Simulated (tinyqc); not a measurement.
Channel direction: nanosheet or nanowire with hard walls, valleys of the Ge type.

Four ellipsoidal valleys along <111>: inverse mass tensor w = 1/mt + (1/ml - 1/mt) a a^T with a the unit axis. Device axes: x along the channel, z = [001], y = z x x. The Gamma and Delta valleys are left out; the heavy Delta valleys, about 0.18 eV up, lie lowest once the L levels pass about 0.2 eV.

Hard walls around a W x H rectangle. The block w_c of w in (y, z) confines; the transport mass follows from 1/m_x = w_xx - w_xc w_c^-1 w_cx. The cross-section problem c (w_yy ky^2 + 2 w_yz ky kz + w_zz kz^2), c = hbar^2/2m0, is solved in products sin(n pi y/W) sin(l pi z/H), n, l = 1 to 12; if w_yz = 0 the levels are c pi^2 (w_yy n^2/W^2 + w_zz l^2/H^2). The w_yz term couples (n, l) to (n', l') by -2 c w_yz D_nn'(W) D_ll'(H) with D_nm(L) = 4 n m/(L (n^2 - m^2)) for n + m odd and 0 otherwise.

Without degeneracy the line density is N1 exp((EF - Ec)/kB T) with N1 = sum 2 g sqrt(m_x kB T/(4 pi c)) exp(-E/kB T), here over n, l up to 80 where w_yz = 0 and over all levels of a 12 x 12 sine basis otherwise; the classical value is W H Nc with Nc = 2 g_all (m_dos kB T/(4 pi c))^(3/2), m_dos = (ml mt^2)^(1/3); dVt = kB T ln(W H Nc/N1).

Constants: hbar^2/2m0 = 3.80998211 eV angstrom^2; kB = 8.617333262e-05 eV/K.

Parameters, chosen for this exercise (near those of Ge; not measured data): ml = 1.559 m0 (longitudinal mass); mt = 0.081 m0 (transverse mass); T = 300 K (temperature); g_all = 4 (number of valleys); W = 80 angstrom (width, along y); H = 78 angstrom (height, along z = [001]).

The same rectangle along [100] and [110]; groups ordered by w_zz, then w_yy.

Lowest level of each group:

| channel, group | valleys g | w_yy | w_zz | \|w_yz\| | m_x (m0) | E (eV) |
|---|---|---|---|---|---|---|
| [100] A | 4 | 8.444 | 8.444 | 3.901 | 0.574 | 0.0972 |
| [110] A | 2 | 4.543 | 8.444 | 5.517 | 0.081 | 0.0632 |
| [110] B | 2 | 12.346 | 8.444 | 0.000 | 1.066 | 0.1247 |

The lowest subband has m_x = 0.574 m0 and 4 valleys along [100], and 0.081 m0 and 2 valleys along [110]; its edge lies at 0.0972 and 0.0632 eV. At equal energy above the edge the carriers of the [110] channel are faster by a factor 2.66.

Run: tinyqc, `OMP_NUM_THREADS=1 python tinyqc.py 1250814 1250815 out.jsonl`; Intel(R) Xeon(R) Processor @ 2.30GHz, one thread, shared host; about 2 s of CPU time with all checks.
